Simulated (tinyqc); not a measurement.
MP2 on RHF in the 6-31g basis, for H2, spin multiplicity 1, step by step. One step of it, computed by the program tinyqc.

Task: Iteration 7 (converged): orbitals. Diagonalise F' = X^T F X, C = X C', fill 1 alpha and 1 beta electrons from the bottom; D = 2 C_occ C_occ^T. Each column has its largest component positive (the first on a tie).

converged F (hartree):
```
           1H 1s      1H 2s      2H 1s      2H 2s
1H 1s   0.065027  -0.445860  -0.448426  -0.440695
1H 2s  -0.445860  -0.320680  -0.440695  -0.367580
2H 1s  -0.448426  -0.440695   0.065027  -0.445860
2H 2s  -0.440695  -0.367580  -0.445860  -0.320680
```

X:
```
           1H 1s      1H 2s      2H 1s      2H 2s
1H 1s   1.258506  -0.497739  -0.074818   0.039744
1H 2s  -0.497739   1.736693   0.039744  -0.754751
2H 1s  -0.074818   0.039744   1.258506  -0.497739
2H 2s   0.039744  -0.754751  -0.497739   1.736693
```

Give: F' = X^T F X; orbital energies; coefficients C; D after iteration 7.

Result:

F' = X^T F X (hartree):
```
         1        2        3        4
1   0.6067  -0.5742  -0.3270  -0.1248
2  -0.5742   0.2533  -0.1248  -0.2000
3  -0.3270  -0.1248   0.6067  -0.5742
4  -0.1248  -0.2000  -0.5742   0.2533
```

orbital energies (hartree): MO1 -0.5416, MO2 0.1839, MO3 0.8747, MO4 1.2031

coefficients C:
```
          MO1      MO2      MO3      MO4
1H 1s  0.2959   0.1587   0.8473  -1.0041
1H 2s  0.3188   1.3157  -0.6967   1.2317
2H 1s  0.2959  -0.1587   0.8473   1.0041
2H 2s  0.3188  -1.3157  -0.6967  -1.2317
```

D after iteration 7:
```
        1H 1s   1H 2s   2H 1s   2H 2s
1H 1s  0.1751  0.1887  0.1751  0.1887
1H 2s  0.1887  0.2033  0.1887  0.2033
2H 1s  0.1751  0.1887  0.1751  0.1887
2H 2s  0.1887  0.2033  0.1887  0.2033
```
